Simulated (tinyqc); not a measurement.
Area and perimeter leakage from two diodes.

Inverse problem. A square diode and a finger diode leak I = JA area + JP perimeter. Find JA, JP and the side of the square at which both parts are equal.

areas (um^2): [90000, 86000]
perimeters (um): [1200, 34830]
leakage currents (pA): [3.96, 6.3102500]

Answer. Two linear equations give JA and JP; for a square of side a, JA a^2 = 4 JP a at a = 4 JP/JA.

JA = 4.30e-9 A/cm^2
JP = 7.50e-13 A/cm
side for equal parts = 6.98 um

tinyqc, about 0.01 s, one thread, Intel Xeon 2.30GHz (shared host): `OMP_NUM_THREADS=1 python tinyqc.py 2290056 2290057 out.jsonl`
